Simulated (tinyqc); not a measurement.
Worked calculation: Kronig-Penney superlattice by transfer matrices. Values are carried at full precision from step to step, so a last printed digit may differ when a step is redone from the rounded ones.

Wells (width a, potential 0, mass mw) alternate with barriers (width b, height V0, mass mb); period d = a + b; c = hbar^2/2m0. The vector (psi, psi'/m) is continuous, and a layer of thickness t carries it by M = [[cos kt, (m/k) sin kt], [-(k/m) sin kt, cos kt]] with k = sqrt(m (E - V)/c); for E < V, k = i kappa gives [[cosh, (m/kappa) sinh], [(kappa/m) sinh, cosh]] of kappa t. A Bloch state obeys cos(q d) = tr(Mb Mw)/2.

Constants: hbar^2/2m0 = 3.80998211 eV angstrom^2; hbar = 6.58211957e-16 eV s.

Values chosen for the exercise (near those of a GaAs superlattice with barriers of AlGaAs; not measured data): a = 40 angstrom (well width); b = 21 angstrom (barrier width); V0 = 0.283 eV (barrier height); mw = 0.0689 m0 (mass in the wells); mb = 0.096 m0 (mass in the barriers); E = 0.1433 eV (trial energy); F = 20 kV/cm (field along the axis).

## Layer matrices at one energy

Form the matrix of the well and of the barrier at E.

k in the well = 0.05091 1/angstrom
kappa in the barrier = 0.05933 1/angstrom

Mw (angstrom units):
```
          1         2
1  -0.44883    1.2095
2  -0.66024  -0.44883
```

Mb (angstrom units):
```
         1       2
1   1.8819  2.5796
2  0.98527  1.8819
```

## The matrix of one period

Multiply M = Mb Mw and take half the trace. If its size is at most 1, E lies in a miniband and q d = arccos(tr M/2); otherwise the state decays by exp(-arccosh|tr M/2|) a period.

M:
```
         1        2
1  -2.5478   1.1183
2  -1.6847  0.34701
```

tr M/2 = -1.1004
q d in a band, or the decay exponent in a gap = 0.444

E lies in a gap; det M = 1.0000, as for any such product.

## Miniband edges

The edges are the energies where tr M/2 = +1 (q = 0) or -1 (q = pi/d); the first three minibands.

Minibands:
```
band  bottom (eV)  top (eV)  width (meV)
1          0.0749    0.1376         62.7
2          0.3106    0.5667        256.0
3          0.7030    1.2687        565.7
```

1 miniband of these lies wholly below V0. The first gap is 173.0 meV wide; the single well of width a has E1 = 0.1004 eV, inside the first miniband.

## Dispersion along the axis

Solve tr M/2 = cos(q d) inside each miniband at q d/pi = 0, 1/6, ..., 1. The cosine form is E_bottom + (W/2)(1 - cos q d) with the true width W.

Energies (eV):
```
q d/pi  band 1  cosine form  band 2
0.000   0.0749       0.0749  0.5667
0.167   0.0778       0.0791  0.5302
0.333   0.0862       0.0906  0.4687
0.500   0.0994       0.1063  0.4098
0.667   0.1157       0.1219  0.3599
0.833   0.1309       0.1334  0.3242
1.000   0.1376       0.1376  0.3106
```

The cosine form, which holds for hopping between neighbouring wells alone, misses band 1 by at most 6.8 meV, 11 % of its width.

## Mass along the axis

With f(E) = tr M/2, 1 - (q d)^2/2 = 1 + f'(E_bottom)(E - E_bottom) gives m_z = -2 c f'/d^2 (f' by a central difference of 1e-6 eV at the bottom of band 1). The cosine form gives 4 c/(W d^2), W the width of band 1 between tr M/2 = +1 and -1.

f' = -47.42 1/eV
m_z = 0.09712 m0
m_z of the cosine form = 0.06527 m0
W = 62.75 meV

The mass along the axis is 1.41 times mw.

## In a field along the axis

One-band picture: ladder spacing e F d, Bloch frequency e F d/(2 pi hbar), and extent W/(e F) of a Stark state, with W the width of band 1; 1 kV/cm = 1e-5 V/angstrom.

e F d = 12.200 meV
Bloch frequency = 2.950 THz
W/(e F d) = 5.14 periods

The state spreads over about 5 periods.

## Checks

- Bottom of band 1 from 121 plane waves (the mass step taken by inverting the matrix of m) against the transfer matrix, eV: both 0.0749.

tinyqc: `OMP_NUM_THREADS=1 python tinyqc.py 1251687 1251688 out.jsonl`; about 0.05 s, one thread, shared Intel(R) Xeon(R) Processor @ 2.30GHz.
